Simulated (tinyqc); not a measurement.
Inside a calculation. Model: regular and subregular solution with a miscibility gap. Computed by tinyqc, a small Python program that keeps every step. Command: `OMP_NUM_THREADS=1 python tinyqc.py 3011912 3011913 out.jsonl regsol walk`. One thread of a shared host (Intel(R) Xeon(R) Processor @ 2.30GHz), about 0.02 s of CPU time with the checks. Intermediate numbers are printed to about 6 digits and carried at full precision; extremes and crossings named in words are read from the listed rows.

Per mole of mixing sites: G(x) = x (1 - x) [L0 + L1 (1 - 2x)] + R T [x ln x + (1 - x) ln(1 - x)], x the fraction of B.

Inputs (values chosen for the exercise, for a model alloy):
```
quantity                       value      unit
interaction L0                  16.2    kJ/mol
size misfit eta = d ln a/dx    0.016         -
asymmetry L1                    -3.2    kJ/mol
temperature T                    700         K
overall fraction x0             0.35         -
coherency modulus Y              106       GPa
molar volume V_m                21.2  cm^3/mol
gradient coefficient kappa   6.7e-10       J/m
start value s0                  0.05         -
```

Source of L0: given.

Constants: R = 8.314462618 J/(mol K).

## Interaction parameter

L0 and eta are given.

L0 = 16.2 kJ/mol

eta = 0.016

## G, chemical potentials and activities

G' = L0 (1 - 2x) + L1 (1 - 6x + 6x^2) + R T ln[x/(1 - x)]; G'' = -2 L0 - 6 L1 (1 - 2x) + R T/[x (1 - x)]. mu_A = G - x G', mu_B = G + (1 - x) G', activity = exp(mu/(R T)).

G, G'' and activities at x = 0.02, 0.1, 0.2, 0.35, 0.5, 0.65, 0.8, 0.9, 0.98:
```
x     G (kJ/mol)  G'' (kJ/mol)  activity of A  activity of B
0.02   -0.313291       282.977        0.98046        0.17824
0.10   -0.664423        47.628        0.91227        0.72964
0.20   -0.627604        15.496        0.85198        1.10693
0.35   -0.301120        -1.057        0.82072        1.24496
0.50    0.015798        -9.120        0.87394        1.15047
0.65    0.135680       -12.577        1.03382        1.01812
0.80   -0.013204        -7.544        1.27423        0.93855
0.90   -0.203623        16.908        1.24510        0.93873
0.98   -0.192869       246.113        0.47095        0.98172
```

G'' is negative at 4 of the nine compositions (0.35, 0.5, 0.65, 0.8), where the solution is unstable.

## Critical point

The spinodal is G'' = 0, R T_s(x) = x (1 - x) [2 L0 + 6 L1 (1 - 2x)]; the critical point is its maximum.

critical composition x_c = 0.621782

critical temperature T_c = 1048.68 K

L1 < 0 moves the top of the gap to the B-rich side and raises it by 74.5 K over L0/(2 R).

## Spinodal at T

Solve G'' = 0 on each side of x_c.

spinodal x_s1 = 0.335800

spinodal x_s2 = 0.850898

## First Newton step for the common tangent

Common tangent: F1 = G'(x1) - G'(x2) = 0 and F2 = [G - x G'](x1) - [G - x G'](x2) = 0. Newton step: J = [[G''(x1), -G''(x2)], [-x1 G''(x1), x2 G''(x2)]], J dx = -F; a step that would leave 0 < x < 1 is halved until it stays inside. The start is x1 = s0, x2 = 1 - s0.

F (kJ/mol): F1 -5.11400, F2 0.22420

J (kJ/mol):
```
         1        2
1  107.409  -72.849
2   -5.370   69.206
```

new (x1, x2): 0.097938  0.950480

## Binodal by Newton steps

Stop when the step is below 1e-12, or when x1 and x2 meet within 1e-5; residuals under 1e-7 are shown as 0.

Iteration:
```
step        x1        x2   F1 (kJ/mol)  F2 (kJ/mol)
1     0.050000  0.950000  -5.11400e+00  2.24199e-01
2     0.097938  0.950480  -1.70390e+00  1.35811e-02
3     0.136446  0.952912  -3.88608e-01  1.76339e-02
4     0.150400  0.953454  -3.18607e-02  1.94838e-03
5     0.151732  0.953498  -2.56419e-04  1.72977e-05
6     0.151743  0.953498             0            0
7     0.151743  0.953498             0            0
```

solubility limit x1 = 0.151743

solubility limit x2 = 0.953498

Converged: the gap runs from 0.1517 to 0.9535, outside the spinodal as it must.

## Lever rule at x0

Inside the gap the B-rich phase has the fraction f = (x0 - x1)/(x2 - x1), and the gain is (1 - f) G(x1) + f G(x2) - G(x0); outside it one phase remains.

fraction f of the B-rich phase = 0.247279

free energy of decomposition = -271.541 J/mol

x0 lies inside the chemical spinodal: coherency strain aside, small waves of composition grow without a barrier.

## Fastest-growing wave

Linear Cahn-Hilliard theory, coherency strain left out, with energy density G/V_m + kappa (grad x)^2: the rate goes as -k^2 (G''/V_m + 2 kappa k^2), so k_c^2 = -G''/(2 kappa V_m), the fastest wave has k_m = k_c/sqrt(2) and length 2 pi/k_m.

G''(x0) = -1.05704 kJ/mol

k_c = 0.192897 1/nm

fastest wavelength = 46.0649 nm

## Coherent spinodal

If the lattice stays coherent, G'' gains 2 eta^2 Y V_m (eta = d ln a/dx, Y the biaxial modulus, E/(1 - nu) if isotropic), which is L0 replaced by L0 - eta^2 Y V_m (1 GPa cm^3/mol = 1 kJ/mol); the program reports 0 if the result is below its cutoff 3.5 |L1|.

eta^2 Y V_m = 0.575283 kJ/mol

top of the coherent spinodal = 1016.19 K

Coherency strain lowers the top by 32 K.

## The phase diagram

For this table each start is x_s1/6 and 1 - (1 - x_s2)/6. The dilute estimate of x1 is exp(-(L0 + L1)/(R T)).

Binodal and spinodal:
```
T (K)  binodal x1  spinodal x_s1  spinodal x_s2  binodal x2  dilute estimate of x1
419     0.0264425       0.207651       0.922306    0.996057              0.0239545
524     0.0606966       0.254401       0.898314    0.987215              0.0505973
629      0.109894       0.302152       0.871374    0.970518              0.0832626
734      0.174397       0.352529       0.840251    0.943342               0.118818
839      0.256918       0.408231       0.802521    0.901234               0.155117
944      0.367495       0.475764       0.751879    0.832924               0.190845
1007     0.464580       0.531986       0.705340    0.761726               0.211682
```

The dilute estimate is 0.91 of x1 at the lowest T and 0.46 at the highest: it drops the pull of the other solutes and the impurity of the second phase. Near the top the binodal is 1.71 times as wide as the spinodal; the mean-field limit at T_c is sqrt(3) = 1.73. The gap is lopsided: at the lowest T, A dissolves 0.026 of B and B dissolves 0.0039 of A.

Checks made by the program: binodal against the lower hull of G on 40001 points (relative difference 8e-06).
